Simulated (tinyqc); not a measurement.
Shortcuts against the integral: sheet resistance and Hall data of a diffused or implanted layer. Computed by tinyqc, a small Python program. Command: `OMP_NUM_THREADS=1 python tinyqc.py 3014114 3014115 out.jsonl layer walk`. One thread of a shared host (Intel(R) Xeon(R) Processor @ 2.30GHz), about 0.01 s of CPU time with the checks.

Carriers are taken equal to the net active doping down to the junction (full ionisation, which deep dopants in wide-gap hosts do not reach; no spill-over, no depletion), and the Hall factor is 1.

Inputs (values chosen for the exercise, modelled on donors in germanium):

| quantity | value | unit |
|---|---|---|
| mu_min | 289 | cm^2/(V s) |
| mu_max | 3970 | cm^2/(V s) |
| N_ref | 1.3e+17 | 1/cm^3 |
| exponent alpha | 0.54 | - |
| peak concentration N_0 | 1.4e+19 | 1/cm^3 |
| length scale l | 13 | nm |
| background doping N_B (opposite type) | 1.5e+14 | 1/cm^3 |

Profile: complementary error function. Activation: complete.

Constants: e = 1.602176634e-19 C.

Method:
- N(x) = N_0 erfc(x/l), dose N_0 l/sqrt(pi), junction x_j = l erfc^-1(N_B/N_0).
- Mobility mu = mu_min + (mu_max - mu_min)/(1 + (N_t/N_ref)^alpha), N_t = active doping + N_B; carriers n = active doping - N_B, all dopants active.
- Integrals from x_0 (0 unless stated) to x_j by the midpoint rule on 400 even intervals: 1/R_s = e int n mu dx; sheet density n_s = int n dx; Hall sheet density (int n mu dx)^2/int n mu^2 dx; Hall mobility int n mu^2 dx/int n mu dx.
- Mean conductivity 1/(R_s x_j); mean mobility 1/(e n_s R_s).
- Shortcuts: R_s = 1/(e Q mu) with the dose Q and the mobility at the (active) peak concentration; 1/(e n_s mu) with mu at N_t = n_s/x_j + N_B; 1/(e Q mu_max).

sheet resistance R_s = 858.017 ohm

dose = 1.02683e+13 1/cm^2

sheet density n_s = 1.02676e+13 1/cm^2

junction depth x_j = 40.4670 nm

Sheet resistances:

| method | R_s (ohm) | deviation (%) |
|---|---|---|
| integral | 858.0 | 0.000 |
| dose, mobility at the peak | 1082.7 | 26.192 |
| n_s, mobility at the mean concentration | 671.7 | -21.716 |
| dose, mu_max | 153.1 | -82.155 |

The closest shortcut is «n_s, mobility at the mean concentration» (-21.7 %). The peak mobility is the lowest in the layer, so with full activation it overestimates R_s.

Extremes, crossings and ranges named in words are read from the listed rows.
